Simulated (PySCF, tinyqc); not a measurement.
Worked calculation: RHF in the sto-3g basis, for BeH+, spin multiplicity 1. The lowest restricted solution is unstable here: a spin-polarised one lies 0.0238 hartree lower (PySCF). Computed by tinyqc, a small Python program that keeps every step (integrals from PySCF). Settings: charge = 1, multiplicity = 1, basis = sto-3g, energy threshold = 1e-09, iteration cap = 53, orthogonalisation = symmetric, start = highest core orbitals, DIIS depth = 0, method = RHF. Command: `OMP_NUM_THREADS=1 python tinyqc.py 29767 29768 out.jsonl` (the two numbers bound the seeds that draw the settings). One thread of a shared host (Intel(R) Xeon(R) Processor @ 2.60GHz), about 0.06 s of CPU time with the checks. Later iterations appear only in the table of the cycle.

## One-electron integrals

Geometry (angstrom):
```
atom        x        y        z
Be    0.00000  0.00000  0.00000
H     0.00000  0.00000  2.02300
```

Basis sto-3g: exponents (1/bohr^2) and contraction coefficients of normalised primitives:
```
element  l (shell)  exponent  coefficient
Be           s (1)  30.16787      0.15433
Be           s (1)   5.49512      0.53533
Be           s (1)   1.48719      0.44463
Be           s (2)   1.31483     -0.09997
Be           s (2)   0.30554      0.39951
Be           s (2)   0.09937      0.70012
Be           p (3)   1.31483      0.15592
Be           p (3)   0.30554      0.60768
Be           p (3)   0.09937      0.39196
H            s (1)   3.42525      0.15433
H            s (1)   0.62391      0.53533
H            s (1)   0.16886      0.44463
```

Overlap, kinetic and nuclear-attraction integrals over the contracted functions; the nuclear repulsion is the sum of Za Zb / Rab.

nuclear repulsion = 1.0463217 hartree

overlap S, order 1Be 1s, 1Be 2s, 1Be 2px, 1Be 2py, 1Be 2pz, 2H 1s:
```
[[1.00000, 0.25952, 0.00000, 0.00000, 0.00000, 0.01517],
 [0.25952, 1.00000, 0.00000, 0.00000, 0.00000, 0.22611],
 [0.00000, 0.00000, 1.00000, 0.00000, 0.00000, 0.00000],
 [0.00000, 0.00000, 0.00000, 1.00000, 0.00000, 0.00000],
 [0.00000, 0.00000, 0.00000, 0.00000, 1.00000, 0.30488],
 [0.01517, 0.22611, 0.00000, 0.00000, 0.30488, 1.00000]]
```

kinetic energy T (hartree), order 1Be 1s, 1Be 2s, 1Be 2px, 1Be 2py, 1Be 2pz, 2H 1s:
```
[[6.69397, -0.03301, 0.00000, 0.00000, 0.00000, -0.00533],
 [-0.03301, 0.21111, 0.00000, 0.00000, 0.00000, 0.00504],
 [0.00000, 0.00000, 0.66059, 0.00000, 0.00000, 0.00000],
 [0.00000, 0.00000, 0.00000, 0.66059, 0.00000, 0.00000],
 [0.00000, 0.00000, 0.00000, 0.00000, 0.66059, 0.04020],
 [-0.00533, 0.00504, 0.00000, 0.00000, 0.04020, 0.76003]]
```

nuclear attraction V (hartree), order 1Be 1s, 1Be 2s, 1Be 2px, 1Be 2py, 1Be 2pz, 2H 1s:
```
[[-14.82267, -1.96713, 0.00000, 0.00000, -0.00790, -0.11377],
 [-1.96713, -2.57273, 0.00000, 0.00000, -0.08191, -0.48984],
 [0.00000, 0.00000, -2.53618, 0.00000, 0.00000, 0.00000],
 [0.00000, 0.00000, 0.00000, -2.53618, 0.00000, 0.00000],
 [-0.00790, -0.08191, 0.00000, 0.00000, -2.58964, -0.64285],
 [-0.11377, -0.48984, 0.00000, 0.00000, -0.64285, -2.27259]]
```

core Hamiltonian H = T + V (hartree), order 1Be 1s, 1Be 2s, 1Be 2px, 1Be 2py, 1Be 2pz, 2H 1s:
```
[[-8.12870, -2.00014, 0.00000, 0.00000, -0.00790, -0.11910],
 [-2.00014, -2.36162, 0.00000, 0.00000, -0.08191, -0.48480],
 [0.00000, 0.00000, -1.87559, 0.00000, 0.00000, 0.00000],
 [0.00000, 0.00000, 0.00000, -1.87559, 0.00000, 0.00000],
 [-0.00790, -0.08191, 0.00000, 0.00000, -1.92905, -0.60265],
 [-0.11910, -0.48480, 0.00000, 0.00000, -0.60265, -1.51256]]
```

## Two-electron integrals

Functions are numbered as in S; the eight-fold symmetry (ij|kl) = (ji|kl) = (kl|ij) leaves the list below.

Two-electron integrals (ij|kl) in chemists' order, unique and non-zero (hartree):
```
(11|11) 2.29883   (21|11) 0.39204   (21|21) 0.07954   (22|11) 0.57099
(22|21) 0.14304   (22|22) 0.41768   (31|31) 0.01461   (32|31) 0.02189
(32|32) 0.09226   (33|11) 0.56958   (33|21) 0.14308   (33|22) 0.41759
(33|33) 0.44986   (41|41) 0.01461   (42|41) 0.02189   (42|42) 0.09226
(43|43) 0.02425   (44|11) 0.56958   (44|21) 0.14308   (44|22) 0.41759
(44|33) 0.40136   (44|44) 0.44986   (51|51) 0.01461   (52|51) 0.02189
(52|52) 0.09226   (53|53) 0.02425   (54|54) 0.02425   (55|11) 0.56958
(55|21) 0.14308   (55|22) 0.41759   (55|33) 0.40136   (55|44) 0.40136
(55|55) 0.44986   (61|11) 0.02249   (61|21) 0.00457   (61|22) 0.00831
(61|33) 0.00826   (61|44) 0.00826   (61|51) 0.00044   (61|52) 0.00082
(61|55) 0.00843   (61|61) 0.00028   (62|11) 0.08585   (62|21) 0.02199
(62|22) 0.07447   (62|33) 0.07135   (62|44) 0.07135   (62|51) 0.00278
(62|52) 0.01999   (62|55) 0.08063   (62|61) 0.00141   (62|62) 0.02460
(63|31) 0.00154   (63|32) 0.00817   (63|53) 0.00306   (63|63) 0.00165
(64|41) 0.00154   (64|42) 0.00817   (64|54) 0.00306   (64|64) 0.00165
(65|11) 0.10577   (65|21) 0.02731   (65|22) 0.09595   (65|33) 0.09059
(65|44) 0.09059   (65|51) 0.00431   (65|52) 0.03044   (65|55) 0.10657
(65|61) 0.00179   (65|62) 0.03508   (65|65) 0.05066   (66|11) 0.26147
(66|21) 0.06783   (66|22) 0.25655   (66|33) 0.24098   (66|44) 0.24098
(66|51) 0.00784   (66|52) 0.07721   (66|55) 0.28725   (66|61) 0.00433
(66|62) 0.11850   (66|65) 0.17593   (66|66) 0.77461
```

## Orthogonalisation

S = U s U^T; symmetric (Loewdin) form X = U s^(-1/2) U^T, so that X^T S X = 1.

eigenvalues of S: [0.58688, 0.80490, 1.00000, 1.00000, 1.18241, 1.42581]

X, order 1Be 1s, 1Be 2s, 1Be 2px, 1Be 2py, 1Be 2pz, 2H 1s:
```
[[1.02718, -0.13911, 0.00000, 0.00000, -0.00464, 0.01722],
 [-0.13911, 1.04970, 0.00000, 0.00000, 0.03006, -0.12864],
 [0.00000, 0.00000, 1.00000, 0.00000, 0.00000, 0.00000],
 [0.00000, 0.00000, 0.00000, 1.00000, 0.00000, 0.00000],
 [-0.00464, 0.03006, 0.00000, 0.00000, 1.03907, -0.16813],
 [0.01722, -0.12864, 0.00000, 0.00000, -0.16813, 1.06113]]
```

## Starting guess

The start is the highest orbitals of the core Hamiltonian (a deliberately bad start); D = 2 C_occ C_occ^T.

D at the start, order 1Be 1s, 1Be 2s, 1Be 2px, 1Be 2py, 1Be 2pz, 2H 1s:
```
[[0.00329, -0.01863, 0.00000, 0.00000, -0.02628, 0.08770],
 [-0.01863, 0.10562, 0.00000, 0.00000, 0.14899, -0.49718],
 [0.00000, 0.00000, 1.51789, -0.85545, 0.00000, 0.00000],
 [0.00000, 0.00000, -0.85545, 0.48211, 0.00000, 0.00000],
 [-0.02628, 0.14899, 0.00000, 0.00000, 0.21017, -0.70134],
 [0.08770, -0.49718, 0.00000, 0.00000, -0.70134, 2.34043]]
```

## Iteration 1: building the Fock matrix

J_ij = sum D_kl (ij|kl), K_ij = sum D_kl (ik|jl); F = H + J - 0.5 K; E = tr D H + tr D J / 2 - 0.25 tr D K + E_nn.

Coulomb J (hartree), order 1Be 1s, 1Be 2s, 1Be 2px, 1Be 2py, 1Be 2pz, 2H 1s:
```
[[1.69428, 0.42906, 0.00000, 0.00000, 0.01537, 0.02558],
 [0.42906, 1.35685, 0.00000, 0.00000, 0.14463, 0.37670],
 [0.00000, 0.00000, 1.36877, -0.04149, 0.00000, 0.00000],
 [0.00000, 0.00000, -0.04149, 1.31853, 0.00000, 0.00000],
 [0.01537, 0.14463, 0.00000, 0.00000, 1.38202, 0.52800],
 [0.02558, 0.37670, 0.00000, 0.00000, 0.52800, 2.03943]]
```

exchange K (hartree), order 1Be 1s, 1Be 2s, 1Be 2px, 1Be 2py, 1Be 2pz, 2H 1s:
```
[[0.03307, 0.04629, 0.00000, 0.00000, -0.00019, -0.00169],
 [0.04629, 0.20231, 0.00000, 0.00000, 0.02083, 0.11145],
 [0.00000, 0.00000, 0.70030, -0.36409, 0.00000, 0.00000],
 [0.00000, 0.00000, -0.36409, 0.25946, 0.00000, 0.00000],
 [-0.00019, 0.02083, 0.00000, 0.00000, 0.09161, 0.16655],
 [-0.00169, 0.11145, 0.00000, 0.00000, 0.16655, 1.47592]]
```

Fock matrix F (hartree), order 1Be 1s, 1Be 2s, 1Be 2px, 1Be 2py, 1Be 2pz, 2H 1s:
```
[[-6.45096, -1.59423, 0.00000, 0.00000, 0.00757, -0.09267],
 [-1.59423, -1.10593, 0.00000, 0.00000, 0.05231, -0.16383],
 [0.00000, 0.00000, -0.85697, 0.14056, 0.00000, 0.00000],
 [0.00000, 0.00000, 0.14056, -0.68679, 0.00000, 0.00000],
 [0.00757, 0.05231, 0.00000, 0.00000, -0.59283, -0.15792],
 [-0.09267, -0.16383, 0.00000, 0.00000, -0.15792, -0.21108]]
```

total energy of this density = -3.3546610 hartree

## Iteration 1: diagonalisation and new density

Diagonalise F' = X^T F X, C = X C', fill 2 alpha and 2 beta electrons from the bottom; D = 2 C_occ C_occ^T. Each column has its largest component positive (the first on a tie).

F' = X^T F X (hartree):
```
[[-6.37469, -0.65979, 0.00000, 0.00000, -0.00178, 0.00095],
 [-0.65979, -0.83647, 0.00000, 0.00000, 0.05752, -0.04977],
 [0.00000, 0.00000, -0.85697, 0.14056, 0.00000, 0.00000],
 [0.00000, 0.00000, 0.14056, -0.68679, 0.00000, 0.00000],
 [-0.00178, 0.05752, 0.00000, 0.00000, -0.58684, -0.04951],
 [0.00095, -0.04977, 0.00000, 0.00000, -0.04951, -0.16768]]
```

orbital energies (hartree): [-6.45222, -0.93619, -0.77815, -0.60757, -0.57863, -0.15667]

coefficients C, order 1Be 1s, 1Be 2s, 1Be 2px, 1Be 2py, 1Be 2pz, 2H 1s:
```
[[1.00394, 0.00000, -0.24583, 0.00000, -0.06906, 0.04078],
 [-0.01578, 0.00000, 1.00134, 0.00000, 0.28820, -0.22954],
 [0.00000, 0.87117, 0.00000, 0.49097, 0.00000, 0.00000],
 [0.00000, -0.49097, 0.00000, 0.87117, 0.00000, 0.00000],
 [-0.00210, 0.00000, -0.26423, 0.00000, 0.97421, -0.29991],
 [0.00304, 0.00000, -0.01950, 0.00000, -0.03890, 1.08130]]
```

D after iteration 1, order 1Be 1s, 1Be 2s, 1Be 2px, 1Be 2py, 1Be 2pz, 2H 1s:
```
[[2.01579, -0.03169, 0.00000, 0.00000, -0.00421, 0.00611],
 [-0.03169, 0.00050, 0.00000, 0.00000, 0.00007, -0.00010],
 [0.00000, 0.00000, 1.51789, -0.85545, 0.00000, 0.00000],
 [0.00000, 0.00000, -0.85545, 0.48211, 0.00000, 0.00000],
 [-0.00421, 0.00007, 0.00000, 0.00000, 0.00001, -0.00001],
 [0.00611, -0.00010, 0.00000, 0.00000, -0.00001, 0.00002]]
```

## Iteration 2: building the Fock matrix

As before.

Coulomb J (hartree), order 1Be 1s, 1Be 2s, 1Be 2px, 1Be 2py, 1Be 2pz, 2H 1s:
```
[[5.74882, 1.07151, 0.00000, 0.00000, -0.00012, 0.06157],
 [1.07151, 1.97741, 0.00000, 0.00000, -0.00017, 0.31439],
 [0.00000, 0.00000, 2.01572, -0.04149, 0.00000, 0.00000],
 [0.00000, 0.00000, -0.04149, 1.96548, 0.00000, 0.00000],
 [-0.00012, -0.00017, 0.00000, 0.00000, 1.94210, 0.39270],
 [0.06157, 0.31439, 0.00000, 0.00000, 0.39270, 1.00484]]
```

exchange K (hartree), order 1Be 1s, 1Be 2s, 1Be 2px, 1Be 2py, 1Be 2pz, 2H 1s:
```
[[4.63864, 0.81404, 0.00000, 0.00000, -0.00180, 0.04671],
 [0.81404, 0.33626, 0.00000, 0.00000, -0.00049, 0.02490],
 [0.00000, 0.00000, 0.72265, -0.36409, 0.00000, 0.00000],
 [0.00000, 0.00000, -0.36409, 0.28181, 0.00000, 0.00000],
 [-0.00180, -0.00049, 0.00000, 0.00000, 0.07665, 0.00690],
 [0.04671, 0.02490, 0.00000, 0.00000, 0.00690, 0.00380]]
```

Fock matrix F (hartree), order 1Be 1s, 1Be 2s, 1Be 2px, 1Be 2py, 1Be 2pz, 2H 1s:
```
[[-4.69920, -1.33565, 0.00000, 0.00000, -0.00711, -0.08088],
 [-1.33565, -0.55235, 0.00000, 0.00000, -0.08183, -0.18286],
 [0.00000, 0.00000, -0.22120, 0.14056, 0.00000, 0.00000],
 [0.00000, 0.00000, 0.14056, -0.05101, 0.00000, 0.00000],
 [-0.00711, -0.08183, 0.00000, 0.00000, -0.02527, -0.21340],
 [-0.08088, -0.18286, 0.00000, 0.00000, -0.21340, -0.50961]]
```

total energy of this density = -13.9549767 hartree

## Iteration 2: diagonalisation and new density

As before.

F' = X^T F X (hartree):
```
[[-4.58920, -0.70813, 0.00000, 0.00000, -0.00594, 0.01750],
 [-0.70813, -0.27490, 0.00000, 0.00000, -0.04784, -0.08394],
 [0.00000, 0.00000, -0.22120, 0.14056, 0.00000, 0.00000],
 [0.00000, 0.00000, 0.14056, -0.05101, 0.00000, 0.00000],
 [-0.00594, -0.04784, 0.00000, 0.00000, 0.02932, -0.14291],
 [0.01750, -0.08394, 0.00000, 0.00000, -0.14291, -0.45954]]
```

orbital energies (hartree): [-4.70250, -0.52316, -0.30041, -0.13904, 0.02820, 0.07038]

coefficients C, order 1Be 1s, 1Be 2s, 1Be 2px, 1Be 2py, 1Be 2pz, 2H 1s:
```
[[0.99228, -0.06126, 0.00000, -0.29329, 0.00000, 0.01917],
 [0.02862, 0.15711, 0.00000, 1.05396, 0.00000, -0.04834],
 [0.00000, 0.00000, 0.87117, 0.00000, 0.49097, 0.00000],
 [0.00000, 0.00000, -0.49097, 0.00000, 0.87117, 0.00000],
 [0.00323, 0.12355, 0.00000, 0.10990, 0.00000, 1.03995],
 [-0.00469, 0.91085, 0.00000, -0.41903, 0.00000, -0.40725]]
```

D after iteration 2, order 1Be 1s, 1Be 2s, 1Be 2px, 1Be 2py, 1Be 2pz, 2H 1s:
```
[[1.97675, 0.03755, 0.00000, 0.00000, -0.00872, -0.12092],
 [0.03755, 0.05101, 0.00000, 0.00000, 0.03901, 0.28595],
 [0.00000, 0.00000, 0.00000, 0.00000, 0.00000, 0.00000],
 [0.00000, 0.00000, 0.00000, 0.00000, 0.00000, 0.00000],
 [-0.00872, 0.03901, 0.00000, 0.00000, 0.03055, 0.22505],
 [-0.12092, 0.28595, 0.00000, 0.00000, 0.22505, 1.65934]]
```

## Iteration 15 (converged): orbitals

converged F (hartree), order 1Be 1s, 1Be 2s, 1Be 2px, 1Be 2py, 1Be 2pz, 2H 1s:
```
[[-4.97166, -1.39629, 0.00000, 0.00000, 0.01509, -0.08219],
 [-1.39629, -0.83661, 0.00000, 0.00000, -0.07968, -0.30533],
 [0.00000, 0.00000, -0.11437, 0.00000, 0.00000, 0.00000],
 [0.00000, 0.00000, 0.00000, -0.11437, 0.00000, 0.00000],
 [0.01509, -0.07968, 0.00000, 0.00000, -0.19359, -0.26639],
 [-0.08219, -0.30533, 0.00000, 0.00000, -0.26639, -0.37758]]
```

As before.

F' = X^T F X (hartree):
```
[[-4.86447, -0.69813, 0.00000, 0.00000, 0.01476, 0.03159],
 [-0.69813, -0.54026, 0.00000, 0.00000, -0.03030, -0.20519],
 [0.00000, 0.00000, -0.11437, 0.00000, 0.00000, 0.00000],
 [0.00000, 0.00000, 0.00000, -0.11437, 0.00000, 0.00000],
 [0.01476, -0.03030, 0.00000, 0.00000, -0.12925, -0.20235],
 [0.03159, -0.20519, 0.00000, 0.00000, -0.20235, -0.26789]]
```

orbital energies (hartree): [-4.97441, -0.61680, -0.24887, -0.11437, -0.11437, 0.03820]

coefficients C, order 1Be 1s, 1Be 2s, 1Be 2px, 1Be 2py, 1Be 2pz, 2H 1s:
```
[[0.99305, -0.20787, -0.19646, 0.00000, 0.00000, -0.08247],
 [0.02576, 0.70552, 0.71842, 0.00000, 0.00000, 0.35230],
 [0.00000, 0.00000, 0.00000, 0.04616, 0.99893, 0.00000],
 [0.00000, 0.00000, 0.00000, 0.99893, -0.04616, 0.00000],
 [-0.00203, 0.23322, -0.53913, 0.00000, 0.00000, 0.87396],
 [-0.00259, 0.50225, -0.47247, 0.00000, 0.00000, -0.83404]]
```

D after iteration 15, order 1Be 1s, 1Be 2s, 1Be 2px, 1Be 2py, 1Be 2pz, 2H 1s:
```
[[2.05873, -0.24216, 0.00000, 0.00000, -0.10099, -0.21395],
 [-0.24216, 0.99685, 0.00000, 0.00000, 0.32898, 0.70857],
 [0.00000, 0.00000, 0.00000, 0.00000, 0.00000, 0.00000],
 [0.00000, 0.00000, 0.00000, 0.00000, 0.00000, 0.00000],
 [-0.10099, 0.32898, 0.00000, 0.00000, 0.10879, 0.23428],
 [-0.21395, 0.70857, 0.00000, 0.00000, 0.23428, 0.50453]]
```

Within a degenerate level the vectors are fixed only up to a rotation; this is one choice.

## Convergence

Stop when the energy changes by less than 1e-09 hartree and every element of the error matrix X^T (F D S - S D F) X is below 9e-06.

Course of the cycle:
```
iteration  E (hartree)     change  largest element of the error matrix
1           -3.3546610          -                             2.09e-02
2          -13.9549767  -1.06e+01                             3.78e-01
3          -14.2818869  -3.27e-01                             3.22e-01
4          -14.5639896  -2.82e-01                             9.02e-02
5          -14.5762476  -1.23e-02                             1.46e-02
6          -14.5767723  -5.25e-04                             5.56e-03
7          -14.5768611  -8.88e-05                             2.49e-03
8          -14.5768789  -1.78e-05                             1.12e-03
9          -14.5768825  -3.63e-06                             5.09e-04
10         -14.5768833  -7.45e-07                             2.31e-04
11         -14.5768834  -1.54e-07                             1.05e-04
12         -14.5768835  -3.18e-08                             4.78e-05
13         -14.5768835  -6.57e-09                             2.17e-05
14         -14.5768835  -1.36e-09                             9.89e-06
15         -14.5768835  -2.81e-10                             4.50e-06
```

PySCF RHF in the same basis = -14.5768835 hartree

Converged in 15 iterations.

## Populations, bond orders and dipole

Mulliken: Z minus the diagonal of D S on the atom; Loewdin: the same with S^(1/2) D S^(1/2); Mayer order: 2 sum_s sum (D(s) S)_ij (D(s) S)_ji over the two atoms.

Charges (e):
```
atom  Mulliken  Loewdin
1Be    0.73293  0.74582
2H     0.26707  0.25418
```

Mayer bond orders:
```
pair    order
2-1   0.92867
```

dipole moment about the origin, x y z (debye): [0.00000, 0.00000, -0.35779]
